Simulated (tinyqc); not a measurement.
Hubbard chain of 4 sites, step by step. Computed by tinyqc, a small Python program that keeps every step. Settings: hopping = 1.23, U = 6.9, mixing = 0.5, iteration cap = 76. Command: `OMP_NUM_THREADS=1 python tinyqc.py 24441 24442 out.jsonl` (the two numbers bound the seeds that draw the settings). One thread of a shared host (Intel(R) Xeon(R) Processor @ 2.60GHz), about 0.2 s of CPU time with the checks. Later iterations appear only in the table of the cycle.

## Mean-field iteration 1

one-body matrix (hopping and site energies) (eV), lower triangle:
```
,1,2,3,4
1,0.0000
2,-1.2300,0.0000
3,0.0000,-1.2300,0.0000
4,0.0000,0.0000,-1.2300,0.0000
```

U = 6.9000 eV

electrons, up and down: 2  2

mixing = 0.5000

n(up) at the start (a guess, not normalised): 1 0.5500, 2 0.4500, 3 0.5500, 4 0.4500

n(down) at the start (a guess): 1 0.4500, 2 0.5500, 3 0.4500, 4 0.5500

H(up) = T + U n(down), H(down) = T + U n(up); fill the lowest levels; n(new) = n + mixing (n(out) - n); E = tr T (rho up + rho down) + U sum n_up n_down of the output.

levels, up (eV): 1.4301  2.6152  4.2848  5.4699

levels, down (eV): 1.4301  2.6152  4.2848  5.4699

energy = 0.9849 eV

n(up) after iteration 1: 1 0.6116, 2 0.4155, 3 0.5845, 4 0.3884

n(down) after iteration 1: 1 0.3884, 2 0.5845, 3 0.4155, 4 0.6116

## Mean-field iteration 2

As before.

levels, up (eV): 1.3547  2.4105  4.4895  5.5453

levels, down (eV): 1.3547  2.4105  4.4895  5.5453

energy = 0.2568 eV

n(up) after iteration 2: 1 0.7017, 2 0.3560, 3 0.6440, 4 0.2983

n(down) after iteration 2: 1 0.2983, 2 0.6440, 3 0.3560, 4 0.7017

## Convergence

Each step fills the lowest levels of T + U n(other spin) and sets n(new) = n + mixing (n(out) - n); stop when output and input agree to 1e-8.

Course of the cycle:
```
iteration,E (eV),largest |n(out) - n(in)|,mean |n_up - n_down|
1,0.984920,1.23e-01,0.2920
2,0.256808,1.80e-01,0.4953
3,-0.529410,1.80e-01,0.6722
4,-0.984795,1.38e-01,0.7808
5,-1.178470,1.06e-01,0.8391
6,-1.249389,7.35e-02,0.8694
7,-1.273970,4.76e-02,0.8855
8,-1.282411,2.98e-02,0.8943
9,-1.285324,1.83e-02,0.8992
10,-1.286336,1.11e-02,0.9021
11,-1.286689,6.69e-03,0.9038
...,...,...,...
27,-1.286880,1.68e-06,0.9061
28,-1.286880,9.98e-07,0.9061
29,-1.286880,5.93e-07,0.9061
30,-1.286880,3.52e-07,0.9061
31,-1.286880,2.09e-07,0.9061
32,-1.286880,1.24e-07,0.9061
33,-1.286880,7.38e-08,0.9061
34,-1.286880,4.38e-08,0.9061
35,-1.286880,2.60e-08,0.9061
36,-1.286880,1.55e-08,0.9061
37,-1.286880,9.18e-09,0.9061
```

local moments n_up - n_down: 1 0.9365, 2 -0.8758, 3 0.8758, 4 -0.9365

Converged in 37 iterations. Before convergence this energy mixes input and output and is not variational, so it may rise towards its limit.

## Exact diagonalisation (36 states)

Lowest levels of the sector, and the double occupancy of the lowest state.

lowest levels (eV): -1.8610  -1.3445  -0.8059  -0.5381  -0.2486  0.0000

double occupancy per site = 0.0546

The mean-field solution above lies 0.5741 eV above the exact energy.

## The lowest level by Lanczos steps

From a random start vector (not printed): a_j = <q_j|H|q_j>, b_j = norm of the remainder after orthogonalising; the Ritz value is the lowest eigenvalue of the tridiagonal matrix of a and b so far.

Lanczos:
```
j,a_j (eV),b_j (eV),lowest Ritz value (eV)
1,6.1457,5.7548,6.145712
2,5.5179,5.1530,0.068404
3,8.0708,2.9206,-1.547580
4,6.6589,4.1453,-1.719647
5,7.7981,5.9722,-1.769923
6,6.8159,3.3616,-1.829694
7,7.4661,2.7244,-1.854445
8,9.0985,5.6465,-1.857220
9,5.3338,3.6969,-1.859484
10,7.1254,1.9205,-1.860890
```
